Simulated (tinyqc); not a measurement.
# Floating body of a partially depleted SOI transistor: body voltage and kink: effects of single changes

Source at 0 V. Channel current Ic = 2 nf K Vt^2 [F(0) - F(Vd)](1 + la Vd), F(V) = ln^2(1 + exp((Vg - VT - nf V)/(2 nf Vt))), VT = VT0 - gb Vb. Saturation voltage Vs = 2 Vt sqrt(F(0)) + 3 Vt, excess Ve = (Vd - Vs + sqrt((Vd - Vs)^2 + 0.0004 V^2))/2, multiplication M1 = Ai Ve exp(-Bl/Ve). Each junction passes D(v) = J1 (exp(v/Vt) - 1) + J2 (exp(v/(2 Vt)) - 1). Bipolar current Ib = bb J1 (exp(Vb/Vt) - 1). The body settles where M1 (Ic + Ib) = D(Vb) + D(Vb - Vd) + Vb/Rb; drain current Id = (1 + M1)(Ic + Ib) - D(Vb - Vd).

Values chosen for this exercise; values of the order met in partially depleted silicon-on-insulator transistors: temperature T = 300 K; threshold at zero body voltage VT0 = 0.55 V; fall of the threshold per volt of body voltage gb = 0.14; slope factor nf = 1.45; gain factor per width K = 220 uA/(V^2 um); channel-length modulation factor la = 0.04 1/V; impact-ionisation prefactor Ai = 3.89 1/V; impact-ionisation voltage Bl = 7.9 V; diffusion saturation current of each junction J1 = 3.1e-12 uA/um; recombination saturation current of each junction J2 = 1e-8 uA/um; gain of the lateral bipolar transistor on the diffusion current bb = 1; resistance of a weak body tie to the source (1e9 stands for no tie, and the term is then dropped) Rb = 4e5 kohm um; gate voltage Vg = 0.9 V; drain voltage Vd = 1.8 V.

Constants: q = 1.602176634e-19 C, kB = 1.380649e-23 J/K, Vt = kB T/q. Results are converted to the units shown.

Each table varies one quantity; the others keep the values above.

## Output curve and kink

Rows with more than one solution for Vb (latch) are left out; dId/dVd by a forward difference over 1e-4 V, swing = 1e-4 V over the change of log10 Id; M1 under 1e-12 is printed as 0.

Result of one run:

| Vd (V) | Vb (V) | M1 | Id, floating (uA/um) | Id, grounded (uA/um) | ratio | dId/dVd, floating (uS/um) | dId/dVd, grounded (uS/um) |
|---|---|---|---|---|---|---|---|
| 1.8 | 0.6568 | 0.02095 | 16.57 | 10.28 | 1.612 | 5.104 | 1.571 |

What becomes of these results when the drain voltage Vd is changed from 1.8 to 0.84 V, all else the same?

Result of the changed run:

| Vd (V) | Vb (V) | M1 | Id, floating (uA/um) | Id, grounded (uA/um) | ratio | dId/dVd, floating (uS/um) | dId/dVd, grounded (uS/um) |
|---|---|---|---|---|---|---|---|
| 0.84 | 0.002012 | 5.198e-7 | 9.659 | 9.644 | 1.002 | 0.8494 | 0.3734 |

The whole series:

| Vd (V) | Vb (V) | M1 | Id, floating (uA/um) | Id, grounded (uA/um) | ratio | dId/dVd, floating (uS/um) | dId/dVd, grounded (uS/um) |
|---|---|---|---|---|---|---|---|
| 0.84 | 0.002012 | 5.198e-7 | 9.659 | 9.644 | 1.002 | 0.8494 | 0.3734 |
| 1 | 0.08589 | 2.070e-5 | 10.37 | 9.704 | 1.069 | 12.30 | 0.3776 |
| 1.16 | 0.4955 | 1.458e-4 | 13.98 | 9.766 | 1.432 | 8.788 | 0.4061 |
| 1.32 | 0.5681 | 8.704e-4 | 14.78 | 9.837 | 1.502 | 3.605 | 0.5005 |
| 1.48 | 0.6065 | 0.003313 | 15.31 | 9.932 | 1.542 | 3.284 | 0.7073 |
| 1.64 | 0.6346 | 0.009261 | 15.87 | 10.07 | 1.576 | 3.822 | 1.060 |
| 1.8 | 0.6568 | 0.02095 | 16.57 | 10.28 | 1.612 | 5.104 | 1.571 |

Vb rises from 0.00201 to 0.657 V and the ratio of the currents rises from 1.00 to 1.61. The output conductance with a floating body exceeds the grounded value by the largest factor among the rows, 32.6, at Vd = 1 V, where Vb = 0.0859 V and M1 = 2.07e-5.

## Transfer curve and swing

Same model as above.

Results:

| Vg (V) | Vb (V) | M1 | Id, floating (uA/um) | Id, grounded (uA/um) | ratio | swing, floating (mV/decade) | swing, grounded (mV/decade) |
|---|---|---|---|---|---|---|---|
| 0.1 | 8.014e-5 | 0.06825 | 2.990e-6 | 2.989e-6 | 1.000 | 86.69 | 86.71 |
| 0.2 | 0.001096 | 0.06817 | 4.280e-5 | 4.263e-5 | 1.004 | 86.39 | 86.74 |
| 0.3 | 0.01614 | 0.06787 | 6.347e-4 | 5.982e-4 | 1.061 | 82.71 | 87.85 |
| 0.4 | 0.5133 | 0.06488 | 0.04581 | 0.007845 | 5.839 | 82.07 | 91.97 |
| 0.5 | 0.5864 | 0.05818 | 0.4415 | 0.08344 | 5.291 | 125.0 | 105.7 |
| 0.6 | 0.6219 | 0.04809 | 1.964 | 0.5646 | 3.479 | 194.4 | 142.0 |
| 0.7 | 0.6412 | 0.03762 | 5.163 | 2.166 | 2.384 | 292.4 | 210.4 |
| 0.9 | 0.6568 | 0.02095 | 16.57 | 10.28 | 1.612 | 523.5 | 413.4 |

Estimate the missing row, Vg = 0.8 V.

Computed row:

| Vg (V) | Vb (V) | M1 | Id, floating (uA/um) | Id, grounded (uA/um) | ratio | swing, floating (mV/decade) | swing, grounded (mV/decade) |
|---|---|---|---|---|---|---|---|
| 0.8 | 0.6516 | 0.02847 | 10.07 | 5.380 | 1.871 | 405.3 | 305.0 |

With this row back in the table: Vb rises from 8.01e-5 to 0.657 V. The smallest swing among the rows is 82.1 mV a decade with a floating body (at Vg = 0.4 V) and 86.7 with a grounded one; Vt ln 10 = 59.5. The floating swing is smaller by more than 3 % for Vg = 0.3, 0.4 V, where the rising Vb lowers the threshold as Vg rises. In the first row the floating body raises the current by a factor of 1.00.

Range of the model: The multiplication law is an empirical form chosen for the exercise; self-heating and capacitive coupling to the body are left out, and the linear laws are rough once Vb passes about 0.7 V or M1 about 0.1.

Numbers from tinyqc (`OMP_NUM_THREADS=1 python tinyqc.py 2182177 2182178 out.jsonl`; about 0.2 s on one thread of a shared Intel Xeon 2.30GHz).
